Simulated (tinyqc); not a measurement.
Read current of a NAND string, cells in series solved by shooting: one step of the calculation.

Cells in series, numbered from 0 at the source line (0 V) to the bit line, each followed by a gap resistance Rg. A cell with gate Vg, threshold VT, source Vs and drain Vd passes I = 2 nf K Vt^2 [F(Vs) - F(Vd)]/(1 + th max(Vg - VT, 0)), F(V) = ln^2(1 + exp((Vg - VT - nf V)/(2 nf Vt))). The selected cell has Vg = Vr, the others Vg = Vp.

Question. Node voltages for a trial current. For a trial current I start at 0 V and, cell by cell (the selected one is cell 2), solve for the drain: sqrt(F(Vd)) = sqrt(F(Vs) - I/k), k = 2 nf K Vt^2/(1 + th max(Vg - VT, 0)), Vd = [Vg - VT - 2 nf Vt ln(exp(sqrt F) - 1)]/nf, then add I Rg.

Inputs (values chosen for the exercise); values of the order met in vertical NAND strings:
```
symbol,value,unit,meaning
T,300,K,temperature
K,3.8,uA/V^2,gain factor of a cell
nf,1.8,,slope factor
th,0.19,1/V,mobility reduction factor
Rg,28,kohm,resistance of the gap between cells
Vbl,0.4,V,bit-line voltage
Vp,7.3,V,pass voltage
Vr,3.93,V,read voltage on the selected word line
```

Constants: q = 1.602176634e-19 C, kB = 1.380649e-23 J/K, Vt = kB T/q. Results are converted to the units shown.

second trial current = 0.33 uA
thresholds from the source end, cell 0 to 4 (V): [4.6, 4.6, 2.6, -0.6, 4.6]

Find: node voltage after each cell and gap, trial 2.

Answer.

node voltage after each cell and gap, trial 2, cell 0 to 4 (V): [0.058720, 0.11953, 0.23556, 0.27395, 0.34425]

Numbers from tinyqc (`OMP_NUM_THREADS=1 python tinyqc.py 2142058 2142059 out.jsonl`; about 0.2 s on one thread of a shared Intel Xeon 2.30GHz).
